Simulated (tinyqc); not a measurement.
Approximations to the ground state: Holstein polaron on two sites. Computed by tinyqc, a small Python program. Command: `OMP_NUM_THREADS=1 python tinyqc.py 3005040 3005041 out.jsonl holstein walk`. One thread of a shared host (Intel(R) Xeon(R) Processor @ 2.30GHz), about 0.01 s of CPU time with the checks.

One electron on sites 1 and 2: H = -t (c1+ c2 + c2+ c1) + hbar omega sum_i b_i+ b_i - g hbar omega sum_i n_i (b_i + b_i+). The symmetric phonon shifts the energy by -g^2 hbar omega/2 and drops out; with b = (b_1 - b_2)/sqrt(2) there remains H = -t sigma_x + hbar omega b+ b - (g hbar omega/sqrt(2)) sigma_z (b + b+). Parity splits it into blocks p = +1 and -1 over phonon numbers n. Zero-point energies are left out. Weights Z refer to mode b alone; the displaced symmetric mode multiplies the full zero-phonon weight by exp(-g^2/2).

Inputs (values chosen for the exercise, for a model dimer): hopping t = 37 meV; phonon energy hbar omega = 53.1 meV; coupling g = 0.541.

Method:
- Polaron binding energy E_p = g^2 hbar omega; ratio E_p/t (the adiabatic potential has two wells when it exceeds 1); adiabaticity hbar omega/t.
- Block p: H_nn = n hbar omega - p t (-1)^n - g^2 hbar omega/2, H_(n,n+1) = -(g hbar omega/sqrt(2)) sqrt(n + 1).
- Use 60 levels in both blocks; Z = c_0^2 is the weight of n = 0 in the ground state c; the splitting is the lowest odd level less the lowest even one, which without coupling is the smaller of 2t and hbar omega; <sigma_x> = sum (-1)^n c_n^2 measures the kinetic energy.
- Second order: E = -t - E_p/2 - (E_p/2) hbar omega/(hbar omega + 2t). Lang-Firsov: E = -E_p - t exp(-g^2). Variable displacement: E(x) = -E_p/2 - t exp(-g^2 x^2) - (E_p/2)(2x - x^2), minimised over 0 <= x <= 1. Adiabatic, classical lattice: E = -E_p/2 - t for E_p < t, else -E_p - t^2/(2 E_p); it leaves out the change of zero-point energy.

E_p = 15.5414 meV

E_p/t = 0.420037

ground-state energy = -48.1378 meV

hbar omega/t = 1.43514

Ground-state energy (meV):
```
method                       E  E - exact
second order in g      -48.017     0.1207
Lang-Firsov            -43.153     4.9848
variable displacement  -48.068     0.0702
adiabatic, classical   -44.771     3.3671
```

best displacement x = 0.43107

Closest here is variable displacement (+0.07 meV), furthest Lang-Firsov (+4.98 meV), at hbar omega/t = 1.44 and E_p/t = 0.42. Lang-Firsov and variable displacement are variational and lie above the exact value. Caution: with hbar omega below 2t the lowest odd level starts as a one-phonon state, so the splitting here is a softened phonon and not a narrowed hopping.

Extremes, crossings and ranges named in words are read from the listed rows.
